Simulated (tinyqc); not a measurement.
From results back to parameters: polytypes by hexagonality, and a cubic inclusion as a quantum well. Three cases, with inputs chosen for the exercise.

Problem. A square well of depth V with masses m_w inside and m_b outside (first and second entry of m) binds its lowest level at the given depth below the barrier: k tan(k L/2) = (m_w/m_b) q, k = sqrt(m_w E/c), q = sqrt(m_b (V - E)/c), c = hbar^2/2m0. How many double layers wide is it?

Constants: hbar^2/2m0 = 3.80998211 eV angstrom^2.

Case 1.

Values chosen (out of a larger set: of the order of those of SiC; not measured data): m = (0.316, 0.311) m0 (electron mass along c in the cubic layer and in the host); d = 2.524 angstrom (thickness of a double layer).

V = 0.96450 eV
depth V - E = 0.29823 eV

Case 2.

Values chosen (out of a larger set: of the order of those of InAs; not measured data): m = (0.024, 0.027) m0 (electron mass along c in the cubic layer and in the host); d = 3.507 angstrom (thickness of a double layer).

V = 0.09400 eV
depth V - E = 0.01991 eV

Case 3.

Values chosen (out of a larger set: of the order of those of SiC; not measured data): m = (0.308, 0.327) m0 (electron mass along c in the cubic layer and in the host); d = 2.525 angstrom (thickness of a double layer).

V = 0.73680 eV
depth V - E = 0.47517 eV

Find: k; q; L; N.

Solution. L = (2/k) arctan((m_w/m_b) q/k), and N = L/d.

Case 1.

k = 0.2351 1/angstrom
q = 0.1560 1/angstrom
L = 5.05 angstrom
N = 2.0

Case 2.

k = 0.0216 1/angstrom
q = 0.0119 1/angstrom
L = 42.08 angstrom
N = 12.0

Case 3.

k = 0.1454 1/angstrom
q = 0.2019 1/angstrom
L = 12.62 angstrom
N = 5.0

Computed by tinyqc, one run a case: `OMP_NUM_THREADS=1 python tinyqc.py N N+1 out.jsonl` with N = 1881245, 1881254, 1881255; one thread of a shared Intel(R) Xeon(R) Processor @ 2.30GHz, about 0.1 s a run at most.
